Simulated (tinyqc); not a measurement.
Flow curve at three pumping speeds: Berg model of reactive sputtering of a nitride or oxide: poisoning, hysteresis and pumping speed. Computed by tinyqc, a small Python program. Command: `OMP_NUM_THREADS=1 python tinyqc.py 3010309 3010310 out.jsonl berg walk`. One thread of a shared host (Intel(R) Xeon(R) Processor @ 2.30GHz), about 0.03 s of CPU time with the checks.

A diatomic gas reacts with bare metal on the target and on the collecting surfaces; ions remove metal and compound from the target. theta_t and theta_c are the compound fractions.

Inputs (values chosen for the exercise, close to those used for titanium dioxide): ion current density J = 38 mA/cm^2; target area A_t = 90 cm^2; collecting area A_c = 2700 cm^2; metal yield Y_m = 0.44; compound yield Y_c = 0.031; sticking coefficient alpha = 0.74; reactive atoms per metal atom z = 2; gas mass M = 32 u; pumping speed S = 990 l/s; gas temperature T = 300 K.

Constants: e = 1.602176634e-19 C; u = 1.6605390666e-27 kg; k_B = 1.380649e-23 J/K.

Method. Ion flux j = J/e; gas flux F = P/sqrt(2 pi M k_B T). Target: (2/z) alpha F (1 - theta_t) = j Y_c theta_t. Sputtered flows F_c = j Y_c theta_t A_t, F_m = j Y_m (1 - theta_t) A_t. Collector: (2/z) alpha F (1 - theta_c) A_c + F_c (1 - theta_c) = F_m theta_c. Gas use Q = alpha F [(1 - theta_t) A_t + (1 - theta_c) A_c] + P S/(k_B T); 1 sccm = 4.4780e17 molecules/s. Rate R = F_m + F_c, given relative to j Y_m A_t. P is a single-valued function of the flow Q only if dQ/dP > 0 everywhere: S must exceed k_B T times the steepest fall of the surface terms with P.

pressure of the steepest fall = 0.00520028 Pa

critical pumping speed = 911.269 l/s

Pressure as the free variable:
```
P (Pa)   theta_t  theta_c  relative rate  Q at S_c/4 (sccm)  Q at S_c (sccm)  Q at 2 S_c (sccm)
0.00026  0.06574  0.14101        0.93889             2.8088            2.905              3.032
0.00052  0.12337  0.25885        0.88532             4.8703            5.062              5.317
0.00100  0.21300  0.42724        0.80201             7.3097            7.678              8.169
0.00180  0.32758  0.61024        0.69550             9.1229            9.786             10.671
0.00310  0.45623  0.76854        0.57591             9.6642           10.806             12.330
0.00520  0.58461  0.87894        0.45658             9.0557           10.972             13.527
0.00830  0.69196  0.93966        0.35679             8.0512           11.110             15.188
0.01300  0.77868  0.97131        0.27618             7.2231           12.013             18.401
0.02100  0.85038  0.98776        0.20953             6.9204           14.659             24.976
0.04200  0.91914  0.99665        0.14562             8.2027           23.679             44.314
```

What does the comparison show, and why?

At S_c/4 the flow falls with pressure in 4 of the intervals: as the target poisons, less metal arrives to getter the gas. At 2 S_c it rises throughout. Coverages and rate depend on P alone, not on S. The collector converts before the target (theta_c = 0.77 at theta_t = 0.46), since the metal is spread over a larger area and no ions clean it. The rate tends to Y_c/Y_m = 0.070.
